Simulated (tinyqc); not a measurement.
Length of a polyene: Hueckel, PPP and singles CI along the polyenes. Computed by the program tinyqc. Hueckel uses the same beta without repulsion; CIS keeps all single excitations and so misses the low, doubly excited 2Ag state. W is the valence ionisation energy of a centre, MN the Mataga-Nishimoto formula, f the oscillator strength.

All-trans chains of carbon centres 1.40 angstrom apart:
```
parameter                               value
beta (eV), times 1 +/- alternation  -2.170000
alternation                          0.160000
W (eV)                              11.160000
gamma_rr (eV)                       10.170000
repulsion formula                        Ohno
```

Gaps and excitations (eV):
```
centres  Hueckel gap  PPP orbital gap  bright singlet (CIS)      f  lowest triplet (CIS)
2              5.034           12.266                 6.503  0.558                 3.565
4              3.531           10.155                 5.280  0.991                 2.798
8              2.459            8.530                 4.151  1.685                 2.251
10             2.216            8.160                 3.867  1.994                 2.146
12             2.050            7.912                 3.670  2.292                 2.081
```

Estimate the missing row, centres = 6.

Computed row:
```
centres  Hueckel gap  PPP orbital gap  bright singlet (CIS)      f  lowest triplet (CIS)
6              2.844            9.121                 4.583  1.355                 2.437
```

The Hueckel gap tends to 4 x alternation x |beta| = 1.39 eV for long chains. Exchange opens the PPP orbital gap, and the attraction of electron and hole brings the bright state 4.24 eV below it at 12 centres; the triplet lies 1.59 eV lower still.
